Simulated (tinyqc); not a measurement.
One-sided p+-n junction, ionisation integral and breakdown: two steps of the calculation.

A p+ layer at x < 0 and an n drift layer from x = 0. Depletion approximation, built-in voltage neglected. Local ionisation coefficients alpha_n = an exp(-(bn/E)^mx), alpha_p = ap exp(-(bp/E)^mx). Electrons move towards +x, holes towards x = 0.

Inputs (values chosen for the exercise); material values close to those of germanium:

| symbol | value | unit | meaning |
|---|---|---|---|
| eps_r | 15.9 |  | relative permittivity |
| an | 1.54e7 | 1/cm | prefactor of the electron ionisation coefficient |
| bn | 1.63e6 | V/cm | field constant for electrons |
| ap | 9.47e6 | 1/cm | prefactor of the hole ionisation coefficient |
| bp | 1.22e6 | V/cm | field constant for holes |
| mx | 1 |  | exponent |
| N | 2.1e14 | cm^-3 | donor density of the drift layer |
| V | 320 | V | reverse voltage |
| fr | 0.5 |  | share of the depleted width that the grid covers |

Constants: q = 1.602176634e-19 C, eps0 = 8.8541878128e-14 F/cm where lengths are in cm. Results are converted to the units shown.

Question 1. Field and ionisation coefficients on a grid. W = sqrt(2 eps0 eps_r V/(q N)), peak field E0 = q N W/(eps0 eps_r), falling linearly to 0 at W. Grid: 13 equal steps from 0 to fr W.

Wanted: W; x; E; alpha_n; alpha_p.

Answer 1.

W = 51.75 um

```
point  x (um)  E (kV/cm)  alpha_n (1/cm)  alpha_p (1/cm)
0        0.00      123.7           29.08           492.3
1        1.99      118.9           17.17           331.8
2        3.98      114.2           9.697           216.4
3        5.97      109.4           5.213           136.0
4        7.96      104.6           2.648           81.90
5        9.95      99.89           1.261           47.01
6       11.94      95.13          0.5578           25.53
7       13.93      90.38          0.2264           13.00
8       15.92      85.62         0.08312           6.140
9       17.91      80.86         0.02712           2.656
10      19.90      76.11        0.007695           1.034
11      21.89      71.35        0.001846          0.3552
12      23.88      66.59        3.610e-4          0.1047
13      25.87      61.84        5.493e-5         0.02559
```

Question 2. Ionisation integrals by the trapezoid rule. G(x) = integral from 0 to x of (alpha_n - alpha_p); I_n = integral of alpha_n exp(-G) (electrons injected at x = 0), I_p = integral of alpha_p exp(G(end) - G) (holes injected at the far edge); M = 1/(1 - I). All integrals by the trapezoid rule on the grid.

```
point     x (um)  alpha_n (1/cm)  alpha_p (1/cm)
0       0.000000       29.083551       492.29333
1       1.990328       17.166924       331.78665
2       3.980657       9.6974597       216.37817
3       5.970985       5.2126103       135.96431
4       7.961313       2.6481537       81.901518
5       9.951642       1.2613060       47.010400
6      11.941970      0.55780890       25.526199
7      13.932298      0.22638727       12.997557
8      15.922627     0.083119656       6.1399939
9      17.912955     0.027124489       2.6555668
10     19.903283    0.0076953188       1.0342968
11     21.893611    0.0018456117      0.35524791
12     23.883940    3.6096934e-4      0.10474081
13     25.874268    5.4925514e-5     0.025591629
```

Give: G; alpha_n exp(-G); I_n; I_p; M_n; M_p.

Answer 2.

```
point        G  alpha_n exp(-G) (1/cm)
0       0.0000                   29.08
1      -0.0774                   18.55
2      -0.1293                   11.04
3      -0.1629                    6.13
4      -0.1838                    3.18
5      -0.1962                    1.53
6      -0.2032                    0.68
7      -0.2070                    0.28
8      -0.2089                    0.10
9      -0.2097                    0.03
10     -0.2101                    0.01
11     -0.2102                    0.00
12     -0.2103                    0.00
13     -0.2103                    0.00
```

I_n = 0.01116
I_p = 0.1978
M_n = 1.011
M_p = 1.247

Computed by the program tinyqc: `OMP_NUM_THREADS=1 python tinyqc.py 2120002 2120003 out.jsonl`, one thread of a shared Intel Xeon 2.30GHz, about 0.05 s for the whole run.
